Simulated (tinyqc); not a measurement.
What moves the results: thin (001) film in sp3s* tight binding with raised dangling bonds. A value that a table varies takes the place of the one given here.

Planes alternate anion (a), cation (c) along [001], a/4 apart, starting with an anion; zero in-plane momentum; levels counted from the bulk Ev, the lower root of [[Epa, Vxx], [Vxx, Epc]]; no spin-orbit coupling. Block of s, pz, s*: from an anion to the cation above, Vss/2 (s,s), Vsapc/2 (s,z), -Vscpa/2 (z,s), Vxx/2 (z,z), Vxapc/2 (s*,z), -Vpaxc/2 (z,s*); to the cation below the same with the s-z and s*-z signs reversed. Block of u = (px + py)/sqrt2 and v = (px - py)/sqrt2: to the cation above (Vxx + Vxy)/2 for u and (Vxx - Vxy)/2 for v, to the cation below the reverse. Each surface atom has two dangling sp3 hybrids; raising both by dl adds (dl/2) [[1, t], [t, 1]] to its s, pz levels (t = -1 at the bottom face, +1 at the top) and dl to the one of u, v in whose plane the missing bonds lie (v for a bottom anion or a top cation, u for a top anion).

Inputs chosen for the exercise (near a published set for Si, fitted to gaps, whose masses and valley positions are rough; shifted at random, so the results belong to these values and not to a real crystal):
- p = (-4.194, 1.721, -4.194, 1.721, 6.685, 6.685, -8.328, 1.718, 4.573, 5.736, 5.736, 5.386, 5.386) eV (order Esa, Epa, Esc, Epc, Exa, Exc, Vss, Vxx, Vxy, Vsapc, Vscpa, Vxapc, Vpaxc)
- Nw = 19 (planes in the thicker film)
- a = 5.436 angstrom (lattice constant)
- dp = 30 eV (value of dl for the passivated films)
- Ns = (6, 11, 12, 14, 29, 35, 52, 60) (numbers of planes)
- N0 = 22 (first number of planes)

## States in the gap of a film

edges (eV): Gamma 3.43600, Delta 1.16585

Levels between 0 and the lower bulk edge, the largest weight on the two outer planes of both faces among them, and the nearest levels outside, for several shifts dl.

Film of Nw planes:

| dl (eV) | levels in the gap | at (eV) | surface weight | next above (eV) | next below (eV) |
|---|---|---|---|---|---|
| 0 | 2 | 0.239, 0.318 | 0.75 | 1.2329 | -0.1235 |
| 1 | 2 | 0.730, 0.759 | 0.83 | 1.2344 | -0.1192 |
| 2 | 1 | 1.161 | 0.43 | 1.1892 | -0.1167 |
| 3 | 0 | - | - | 1.2243 | -0.1150 |
| 5 | 0 | - | - | 1.2301 | -0.1129 |
| 10 | 0 | - | - | 1.2308 | -0.1106 |
| 30 | 0 | - | - | 1.2311 | -0.1083 |
| 100 | 0 | - | - | 1.2312 | -0.1074 |

Can the levels of the bare film be read as confined subbands?

No: with bare surfaces (dl = 0) 2 levels lie in the bulk gap, with up to 75 % of the weight on the four outer planes, two a face, where an even spread gives 21 %; these are dangling-bond states, not subbands. The reruns show the bulk gap clear from dl = 3 eV on, and at dl = 30 eV the next level above lies -0.1 meV from its value at 100 eV.

## Gap against thickness

Passivated films (finite dp, so levels can still be some meV from their limit), thickness N a/4. Highest level below mid-gap (either block) and the two lowest above it. The exponents are -d ln(shift)/d ln N between the sixth and the last film, for the valence level and for the mean of the two conduction levels.

Levels (eV):

| N | thickness (angstrom) | Ev1 | Ec1 | Ec2 | gap |
|---|---|---|---|---|---|
| 6 | 8.15 | -0.5085 | 1.6258 | 1.8139 | 2.1343 |
| 11 | 14.95 | -0.2665 | 1.3376 | 1.3770 | 1.6041 |
| 12 | 16.31 | -0.2009 | 1.3184 | 1.3384 | 1.5194 |
| 14 | 19.03 | -0.1592 | 1.2782 | 1.2991 | 1.4374 |
| 29 | 39.41 | -0.0512 | 1.1965 | 1.1966 | 1.2477 |
| 35 | 47.56 | -0.0363 | 1.1868 | 1.1876 | 1.2231 |
| 52 | 70.67 | -0.0166 | 1.1755 | 1.1759 | 1.1920 |
| 60 | 81.54 | -0.0127 | 1.1732 | 1.1734 | 1.1858 |

exponents: valence 1.95, conduction 1.96

The gap is 2.134 eV at 8.2 angstrom and 1.186 eV at 81.5, against 1.166 eV in the bulk along this line. At 14 planes the conduction side gives 112 meV of the widening and the valence side 159 meV. A hard-walled parabolic band has exponent 2; departures come from the offset between N a/4 and the effective width, from non-parabolicity and from the termination (odd and even N end differently: in the direction of the bond rows at the two faces and, in a compound, in the kind of atom), which also makes single steps in N uneven. Ec1 and Ec2 are the doublet of the two Delta valleys along the normal.

## Valley splitting plane by plane

kz of the minimum = 0.73095 2 pi/a

Ten passivated films from N0 planes on; the phase is N pi k0/2 modulo pi, k0 the position of the bulk minimum.

Lowest doublet:

| N | phase/pi | mean shift (meV) | splitting (meV) |
|---|---|---|---|
| 22 | 0.040 | 52.31 | 5.686 |
| 23 | 0.406 | 47.98 | 3.019 |
| 24 | 0.771 | 44.21 | 2.226 |
| 25 | 0.137 | 40.94 | 4.009 |
| 26 | 0.502 | 37.91 | 1.168 |
| 27 | 0.868 | 35.28 | 2.346 |
| 28 | 0.233 | 32.90 | 2.680 |
| 29 | 0.599 | 30.71 | 0.079 |
| 30 | 0.964 | 28.79 | 2.135 |
| 31 | 0.330 | 27.02 | 1.659 |

The splitting ranges from 0.08 meV (N = 29) to 5.69 meV (N = 22), while the mean shift goes from 52 to 27 meV and falls steadily. The splitting changes direction 6 times in these ten films, and one plane more changes it by up to 2.84 meV: it hangs on the phase between the two faces, which is why atomic steps matter.

## What each change does

A film of Nw planes with shift dp: highest level below mid-gap (half the lower bulk edge) and the two lowest above. Each row changes one parameter from the base and keeps the others.

Results:

| case | Ev1 (eV) | Ec1 (eV) | Ec2 (eV) |
|---|---|---|---|
| base | -0.1083 | 1.2311 | 1.2388 |
| Nw = 21 | -0.0911 | 1.2222 | 1.2236 |
| dp = 60 eV | -0.1077 | 1.2312 | 1.2391 |

The largest shifts from the base row, up to three for each result and ties (the steps differ in size, so this ranks the rows, not the parameters). Ev1 (eV): Nw +0.0173, dp +0.0007. Ec1 (eV): Nw -0.0089, dp +0.0001. Ec2 (eV): Nw -0.0152, dp +0.0003. An odd change of Nw also changes which atoms end the film, so levels need not move as thickness alone would move them; the row for dp shows how far the passivation is from converged.

Run: tinyqc, `OMP_NUM_THREADS=1 python tinyqc.py 1481360 1481361 out.jsonl`; Intel(R) Xeon(R) Processor @ 2.30GHz, one thread, shared host; about 0.4 s of CPU time with all checks.
